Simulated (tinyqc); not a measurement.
Worked calculation: coupled-perturbed Hartree-Fock on RHF in the sto-3g basis, for H6, spin multiplicity 1. One step of it, computed by the program tinyqc.

Question. Iteration 1: building the Fock matrix. J_ij = sum D_kl (ij|kl), K_ij = sum D_kl (ik|jl); F = H + J - 0.5 K; E = tr D H + tr D J / 2 - 0.25 tr D K + E_nn.

D at the start:
```
,1H 1s,2H 1s,3H 1s,4H 1s,5H 1s,6H 1s
1H 1s,0.521877,0.611873,-0.090075,-0.300012,0.064855,0.173497
2H 1s,0.611873,0.810878,0.143781,-0.185808,-0.048233,0.064830
3H 1s,-0.090075,0.143781,0.719515,0.593349,-0.185555,-0.299536
4H 1s,-0.300012,-0.185808,0.593349,0.719732,0.143609,-0.090000
5H 1s,0.064855,-0.048233,-0.185555,0.143609,0.810964,0.611974
6H 1s,0.173497,0.064830,-0.299536,-0.090000,0.611974,0.521843
```

core Hamiltonian H = T + V (hartree):
```
,1H 1s,2H 1s,3H 1s,4H 1s,5H 1s,6H 1s
1H 1s,-1.566583,-1.027049,-0.154622,-0.022108,-0.000823,-0.000040
2H 1s,-1.027049,-1.851060,-0.723540,-0.161197,-0.010593,-0.000823
3H 1s,-0.154622,-0.723540,-1.978159,-1.150006,-0.160896,-0.022057
4H 1s,-0.022108,-0.161197,-1.150006,-1.977927,-0.722444,-0.154330
5H 1s,-0.000823,-0.010593,-0.160896,-0.722444,-1.850685,-1.026937
6H 1s,-0.000040,-0.000823,-0.022057,-0.154330,-1.026937,-1.566440
```

Two-electron integrals (ij|kl) in chemists' order, unique and non-zero (hartree):
```
i,j,k,l,(ij|kl)
1,1,1,1,0.774606
2,1,1,1,0.307004
2,1,2,1,0.155804
2,2,1,1,0.476416
2,2,2,1,0.307004
2,2,2,2,0.774606
3,1,1,1,0.028196
3,1,2,1,0.016181
3,1,2,2,0.037300
3,1,3,1,0.002128
3,2,1,1,0.102428
3,2,2,1,0.067077
3,2,2,2,0.180412
3,2,3,1,0.010672
3,2,3,2,0.060739
3,3,1,1,0.225460
3,3,2,1,0.142474
3,3,2,2,0.381668
3,3,3,1,0.028196
3,3,3,2,0.180412
3,3,3,3,0.774606
4,1,1,1,0.002754
4,1,2,1,0.001688
4,1,2,2,0.004186
4,1,3,1,0.000253
4,1,3,2,0.001376
4,1,3,3,0.004186
4,1,4,1,0.000033
4,2,1,1,0.016655
4,2,2,1,0.010638
4,2,2,2,0.028196
4,2,3,1,0.001811
4,2,3,2,0.010672
4,2,3,3,0.037300
4,2,4,1,0.000253
4,2,4,2,0.002128
4,3,1,1,0.092269
4,3,2,1,0.055866
4,3,2,2,0.142474
4,3,3,1,0.010638
4,3,3,2,0.067077
4,3,3,3,0.307004
4,3,4,1,0.001688
4,3,4,2,0.016181
4,3,4,3,0.155804
4,4,1,1,0.157962
4,4,2,1,0.092269
4,4,2,2,0.225460
4,4,3,1,0.016655
4,4,3,2,0.102428
4,4,3,3,0.476416
4,4,4,1,0.002754
4,4,4,2,0.028196
4,4,4,3,0.307004
4,4,4,4,0.774606
5,1,1,1,0.000062
5,1,2,1,0.000038
5,1,2,2,0.000099
5,1,3,1,0.000007
5,1,3,2,0.000040
5,1,3,3,0.000148
5,1,4,1,9.69e-07
5,1,4,2,0.000008
5,1,4,3,0.000066
5,1,4,4,0.000116
5,1,5,1,3.33e-08
5,2,1,1,0.000735
5,2,2,1,0.000447
5,2,2,2,0.001140
5,2,3,1,0.000081
5,2,3,2,0.000489
5,2,3,3,0.001972
5,2,4,1,0.000012
5,2,4,2,0.000111
5,2,4,3,0.000985
5,2,4,4,0.001972
5,2,5,1,4.54e-07
5,2,5,2,0.000007
5,3,1,1,0.010059
5,3,2,1,0.005864
5,3,2,2,0.014305
5,3,3,1,0.001048
5,3,3,2,0.006364
5,3,3,3,0.028138
5,3,4,1,0.000166
5,3,4,2,0.001614
5,3,4,3,0.016148
5,3,4,4,0.037228
5,3,5,1,0.000007
5,3,5,2,0.000111
5,3,5,3,0.002120
5,4,1,1,0.042445
5,4,2,1,0.024081
5,4,2,2,0.056829
5,4,3,1,0.004078
5,4,3,2,0.023939
5,4,3,3,0.102263
5,4,4,1,0.000645
5,4,4,2,0.006367
5,4,4,3,0.066967
5,4,4,4,0.180112
5,4,5,1,0.000027
5,4,5,2,0.000488
5,4,5,3,0.010637
5,4,5,4,0.060559
5,5,1,1,0.112807
5,5,2,1,0.062531
5,5,2,2,0.143564
5,5,3,1,0.010076
5,5,3,2,0.056896
5,5,3,3,0.225365
5,5,4,1,0.001526
5,5,4,2,0.014328
5,5,4,3,0.142400
5,5,4,4,0.381426
5,5,5,1,0.000062
5,5,5,2,0.001140
5,5,5,3,0.028138
5,5,5,4,0.180112
5,5,5,5,0.774606
6,1,1,1,2.09e-06
6,1,2,1,1.26e-06
6,1,2,2,3.18e-06
6,1,3,1,2.29e-07
6,1,3,2,1.39e-06
6,1,3,3,0.000006
6,1,4,1,3.51e-08
6,1,4,2,3.24e-07
6,1,4,3,2.92e-06
6,1,4,4,0.000006
6,1,5,2,1.98e-08
6,1,5,3,3.23e-07
6,1,5,4,1.39e-06
6,1,5,5,3.18e-06
6,2,1,1,0.000043
6,2,2,1,0.000025
6,2,2,2,0.000062
6,2,3,1,4.47e-06
6,2,3,2,0.000027
6,2,3,3,0.000116
6,2,4,1,7.03e-07
6,2,4,2,0.000007
6,2,4,3,0.000066
6,2,4,4,0.000148
6,2,5,1,2.80e-08
6,2,5,2,4.54e-07
6,2,5,3,0.000008
6,2,5,4,0.000040
6,2,5,5,0.000099
6,2,6,2,3.33e-08
6,3,1,1,0.001129
6,3,2,1,0.000642
6,3,2,2,0.001522
6,3,3,1,0.000109
6,3,3,2,0.000645
6,3,3,3,0.002747
6,3,4,1,0.000017
6,3,4,2,0.000166
6,3,4,3,0.001683
6,3,4,4,0.004176
6,3,5,1,7.02e-07
6,3,5,2,0.000012
6,3,5,3,0.000252
6,3,5,4,0.001371
6,3,5,5,0.004176
6,3,6,1,3.51e-08
6,3,6,2,9.67e-07
6,3,6,3,0.000033
6,4,1,1,0.007770
6,4,2,1,0.004340
6,4,2,2,0.010059
6,4,3,1,0.000712
6,4,3,2,0.004076
6,4,3,3,0.016621
6,4,4,1,0.000110
6,4,4,2,0.001048
6,4,4,3,0.010616
6,4,4,4,0.028138
6,4,5,1,4.46e-06
6,4,5,2,0.000080
6,4,5,3,0.001805
6,4,5,4,0.010637
6,4,5,5,0.037228
6,4,6,1,2.29e-07
6,4,6,2,0.000007
6,4,6,3,0.000252
6,4,6,4,0.002120
6,5,1,1,0.050381
6,5,2,1,0.027603
6,5,2,2,0.062531
6,5,3,1,0.004348
6,5,3,2,0.024110
6,5,3,3,0.092236
6,5,4,1,0.000644
6,5,4,2,0.005874
6,5,4,3,0.055842
6,5,4,4,0.142400
6,5,5,1,0.000025
6,5,5,2,0.000447
6,5,5,3,0.010616
6,5,5,4,0.066967
6,5,5,5,0.307004
6,5,6,1,1.26e-06
6,5,6,2,0.000038
6,5,6,3,0.001683
6,5,6,4,0.016148
6,5,6,5,0.155804
6,6,1,1,0.092903
6,6,2,1,0.050381
6,6,2,2,0.112807
6,6,3,1,0.007783
6,6,3,2,0.042498
6,6,3,3,0.157914
6,6,4,1,0.001132
6,6,4,2,0.010076
6,6,4,3,0.092236
6,6,4,4,0.225365
6,6,5,1,0.000043
6,6,5,2,0.000735
6,6,5,3,0.016621
6,6,5,4,0.102263
6,6,5,5,0.476416
6,6,6,1,2.09e-06
6,6,6,2,0.000062
6,6,6,3,0.002747
6,6,6,4,0.028138
6,6,6,5,0.307004
6,6,6,6,0.774606
```

nuclear repulsion = 4.04957178 hartree

Give: Coulomb J; exchange K; Fock matrix F; total energy of this density.

Answer.

Coulomb J (hartree):
```
,1H 1s,2H 1s,3H 1s,4H 1s,5H 1s,6H 1s
1H 1s,1.776,0.961,0.130,0.017,0.001,0.000
2H 1s,0.961,2.151,0.677,0.138,0.008,0.001
3H 1s,0.130,0.677,2.289,1.111,0.137,0.017
4H 1s,0.017,0.138,1.111,2.289,0.676,0.129
5H 1s,0.001,0.008,0.137,0.676,2.150,0.961
6H 1s,0.000,0.001,0.017,0.129,0.961,1.776
```

exchange K (hartree):
```
,1H 1s,2H 1s,3H 1s,4H 1s,5H 1s,6H 1s
1H 1s,0.905,0.802,0.135,-0.020,-0.001,0.016
2H 1s,0.802,1.166,0.425,0.114,0.000,-0.001
3H 1s,0.135,0.425,1.107,0.810,0.114,-0.020
4H 1s,-0.020,0.114,0.810,1.107,0.424,0.135
5H 1s,-0.001,0.000,0.114,0.424,1.166,0.802
6H 1s,0.016,-0.001,-0.020,0.135,0.802,0.905
```

Fock matrix F (hartree):
```
,1H 1s,2H 1s,3H 1s,4H 1s,5H 1s,6H 1s
1H 1s,-0.243,-0.467,-0.093,0.005,0.000,-0.008
2H 1s,-0.467,-0.283,-0.259,-0.081,-0.003,0.000
3H 1s,-0.093,-0.259,-0.243,-0.444,-0.081,0.005
4H 1s,0.005,-0.081,-0.444,-0.243,-0.259,-0.093
5H 1s,0.000,-0.003,-0.081,-0.259,-0.283,-0.467
6H 1s,-0.008,0.000,0.005,-0.093,-0.467,-0.243
```

total energy of this density = -3.13628 hartree
